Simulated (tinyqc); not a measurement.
Inside a calculation. Method: coherent transport through a tight-binding region between two chains. One step of it, computed by the program tinyqc.

Question. Transmission at E = -0.2 eV. Surface Green function g = (E - i sqrt(4 t^2 - E^2)) / (2 t^2); self-energy tc^2 g on each contact site; G = (E - H - Sigma)^(-1); Gamma = -2 Im Sigma; T = Gamma_L Gamma_R |G_LR|^2; local density of states -Im G_ii / pi.

H of the central region (eV), lower triangle:
```
           1          2         3
1   0.000000
2  -1.290000   0.000000
3   0.000000  -0.790000  0.000000
```

Leads: semi-infinite chains with site energy 0:
```
parameter                           value
lead hopping t (eV)              2.110000
coupling to the left lead (eV)   0.540000
coupling to the right lead (eV)  0.620000
left contact site                       1
right contact site                      3
```

E = -0.200000 eV

Give: g; G; local density of states; transmission.

Answer.

g = -0.0225-0.4734i 1/eV

G (1/eV), lower triangle:
```
                 1               2                3
1  -0.7280-0.7111i
2   0.5899-0.0287i  0.0854-0.0674i
3   1.3381+1.1539i  0.3241+0.0298i  -2.1030-1.8766i
```

local density of states (1/eV): 0.2263  0.0215  0.5973

transmission = 0.3137
